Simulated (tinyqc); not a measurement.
## Thickness and doping from the maximum and minimum capacitance

Inverse problem. A MOS capacitor has Cmax = Cox = eps0 eox/tox and 1/Cmin = 1/Cox + Wm/(eps0 eps_r), with Wm = sqrt(4 eps0 eps_r Vt ln(N/ni)/(q N)) and N well above ni. Find tox, Wm and N.

Inputs (values chosen for the exercise); band and dielectric values close to those of silicon: temperature T = 300 K; relative permittivity eps_r = 11.7; relative permittivity of the gate insulator (close to silicon dioxide) eox = 3.9.

Constants: q = 1.602176634e-19 C, kB = 1.380649e-23 J/K, Vt = kB T/q, eps0 = 8.8541878128e-14 F/cm where lengths are in cm. Results are converted to the units shown.

Cmax = 2.0312549 uF/cm^2
Cmin = 0.019707038 uF/cm^2
ni = 1.0832099e10 cm^-3

Solution. Cmax gives tox and the series difference Wm. N follows by iterating N = 4 eps0 eps_r Vt ln(N/ni)/(q Wm^2); ln(N/ni)/N falls steadily for N > e ni, so there is one root in that range.

tox = 1.700 nm
Wm = 520.6 nm
N = 3.100e15 cm^-3

tinyqc, about 0.01 s, one thread, Intel Xeon 2.30GHz (shared host): `OMP_NUM_THREADS=1 python tinyqc.py 2060072 2060073 out.jsonl`
